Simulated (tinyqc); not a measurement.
Length of a molecular wire: coherent transport through a tight-binding bridge. Computed by the program tinyqc. 

A uniform bridge between two chains:
```
parameter,value
site energy (eV),0.750000
hopping in the bridge (eV),0.670000
lead hopping (eV),2.680000
couplings (eV),"1.08, 0.78"
E (eV),0.000000
```

T = Gamma_L Gamma_R |G_1n|^2 with the self-energies of semi-infinite chains.

Transmission against length:
```
sites,T,ln T
2,7.1852e-01,-0.331
3,7.1323e-01,-0.338
4,3.9438e-01,-0.930
5,5.9573e-01,-0.518
6,8.4374e-01,-0.170
7,4.1481e-01,-0.880
8,5.0283e-01,-0.688
9,9.2729e-01,-0.075
10,4.5864e-01,-0.779
```

E lies inside the band of the bridge (|E - e|/2h = 0.560 < 1): T does not decay but oscillates with length, between 0.394 and 0.927 here, as levels of the bridge pass E.
